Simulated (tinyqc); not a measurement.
p-n diode with diffusion and depletion-layer recombination: two steps of the calculation.

Abrupt junction in the depletion approximation, low injection, full ionisation, neutral widths fixed, ohmic contact on the p side. Vj is the junction voltage; where a series resistance Rs is given, V = Vj + J Rs is the terminal voltage.

Values chosen for this exercise; band and dielectric values those of a made-up semiconductor: temperature T = 293 K; band gap Eg = 0.892 eV; relative permittivity eps_r = 15.5; conduction-band density of states at T Nc = 2.23e17 cm^-3; valence-band density of states at T Nv = 9.1e18 cm^-3; acceptor density Na = 2e18 cm^-3; donor density Nd = 4.6e15 cm^-3; electron mobility in the p side mun = 1100 cm^2/(V s); hole mobility in the n side mup = 270 cm^2/(V s); electron lifetime tn = 1e-7 s; hole lifetime tp = 3e-9 s; neutral width of the p side wp = 11 um; neutral width of the n side wn = 0.63 um; recombination velocity at the n contact Sp = 1e7 cm/s; trap level above the intrinsic level Et = -0.18 eV; junction voltage at which recombination is evaluated Vj = 0.36 V.

Constants: q = 1.602176634e-19 C, kB = 1.380649e-23 J/K, Vt = kB T/q, eps0 = 8.8541878128e-14 F/cm where lengths are in cm. Results are converted to the units shown.

Problem 1. Diffusion lengths and saturation currents. ni = sqrt(Nc Nv) exp(-Eg/(2 Vt)), Eg in volts; D = mu Vt; Ln = sqrt(Dn tn), Lp = sqrt(Dp tp); J0n = q ni^2 Dn coth(wp/Ln)/(Ln Na); J0p = (q ni^2 Dp/(Lp Nd)) (s + tanh(wn/Lp))/(1 + s tanh(wn/Lp)), s = Sp Lp/Dp.

Give: ni; Ln; Lp; J0n; J0p.

Solution 1.

ni = 3.035e10 cm^-3
Ln = 16.67 um
Lp = 1.430 um
J0n = 2.127e-12 A/cm^2
J0p = 3.659e-9 A/cm^2

wp/Ln = 0.66 and wn/Lp = 0.44; holes carry 99.9 % of the diffusion current.

Problem 2. Recombination in the depleted layer. ni = sqrt(Nc Nv) exp(-Eg/(2 Vt)), Eg in volts. Vbi = Vt ln(Na Nd/ni^2), W = sqrt(2 eps0 eps_r (Vbi - Vj)(1/Na + 1/Nd)/q), xp = W Nd/(Na + Nd), xn = W Na/(Na + Nd); u(x) = q Na (x + xp)^2/(2 eps0 eps_r) for x < 0 and Vbi - Vj - q Nd (xn - x)^2/(2 eps0 eps_r) for x > 0; p = Na exp(-u/Vt), n = Nd exp((u - Vbi + Vj)/Vt); U = ni^2 (exp(Vj/Vt) - 1)/(tp (n + ni exp(Et/Vt)) + tn (p + ni exp(-Et/Vt))); J_scr = q times the integral of U from -xp to xn. Trapezoid rule on 13 equal steps.

Find: W; x; u; n; p; U; J_scr.

Solution 2.

W = 384.4 nm

```
point  x (nm)   u (V)  n (cm^-3)  p (cm^-3)  U (cm^-3 s^-1)
0        -0.9  0.0000    7.171e8   2.000e18        7.171e15
1        28.7  0.0578    7.067e9   2.030e17        7.066e16
2        58.2  0.1118   5.995e10   2.392e16        5.985e17
3        87.8  0.1610   4.223e11   3.397e15        4.176e18
4       117.4  0.2056   2.470e12   5.807e14        2.318e19
5       146.9  0.2455   1.199e13   1.196e14        9.088e19
6       176.5  0.2807   4.837e13   2.965e13        2.079e20
7       206.1  0.3113   1.619e14   8.856e12        2.780e20
8       235.6  0.3371   4.503e14   3.185e12        2.629e20
9       265.2  0.3582   1.039e15   1.380e12        2.036e20
10      294.8  0.3746   1.993e15   7.198e11        1.458e20
11      324.3  0.3864   3.172e15   4.522e11        1.075e20
12      353.9  0.3934   4.192e15   3.422e11        8.747e19
13      383.5  0.3958   4.600e15   3.118e11        8.141e19
```

J_scr = 6.882e-4 A/cm^2

tinyqc, about 0.01 s, one thread, Intel Xeon 2.30GHz (shared host): `OMP_NUM_THREADS=1 python tinyqc.py 2260048 2260049 out.jsonl`
